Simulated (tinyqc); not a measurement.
Interband optics of a two-band s-p chain from momentum matrix elements: one step. Transitions on the mesh. Two cases, with inputs chosen for the exercise.

Question. At each k_j = (j + 1/2)/N (2 pi/a) up to the zone edge give D = Ec - Ev, w = |<c|W|v>|^2 and f = w/(c D), c = hbar^2/2m0; the other half of the zone repeats the values.

H(k) = [[Es - 2 ts cos ka, 2i V sin ka], [-2i V sin ka, Ep_ + 2 tp cos ka]] in the basis s, p; the lower band is full, with two electrons a cell. The velocity operator times hbar is W = dH/dk (eV angstrom); intra-atomic dipoles are left out.

Constants: hbar^2/2m0 = 3.80998211 eV angstrom^2.

Give: Transitions.

Case 1.

Values chosen: a = 3.08 angstrom (period); Es = 2.32 eV (upper orbital (s)); Ep_ = -3.47 eV (lower orbital (p)); ts = 0.68 eV (s-s hopping); tp = 0.67 eV (p-p hopping); V = 1.43 eV (s-p hopping); N = 8 (k points).

Answer.

Transitions:
```
k (2 pi/a)  D (eV)  w (eV^2 angstrom^2)      f
0.0625      3.9563               34.795  2.308
0.1875      7.1101                0.360  0.013
0.3125      8.6304               25.174  0.766
0.4375      8.5688               68.471  2.097
```

D runs from 3.956 to 8.630 eV on the mesh; f is largest at k = 0.0625.

Case 2.

Values chosen: a = 3.17 angstrom (period); Es = 2.23 eV (upper orbital (s)); Ep_ = -2.05 eV (lower orbital (p)); ts = 0.45 eV (s-s hopping); tp = 0.39 eV (p-p hopping); V = 1.1 eV (s-p hopping); N = 12 (k points).

Answer.

Transitions:
```
k (2 pi/a)  D (eV)  w (eV^2 angstrom^2)      f
0.0417      2.8910               35.049  3.182
0.1250      4.3864                4.582  0.274
0.2083      5.7314                0.485  0.022
0.2917      6.3476                9.381  0.388
0.3750      6.2911               27.220  1.136
0.4583      6.0116               45.494  1.986
```

D runs from 2.891 to 6.348 eV on the mesh; f is largest at k = 0.0417.

Computed by tinyqc, one run a case: `OMP_NUM_THREADS=1 python tinyqc.py N N+1 out.jsonl` with N = 1682404, 1682680; one thread of a shared Intel(R) Xeon(R) Processor @ 2.30GHz, about 0.02 s a run at most.
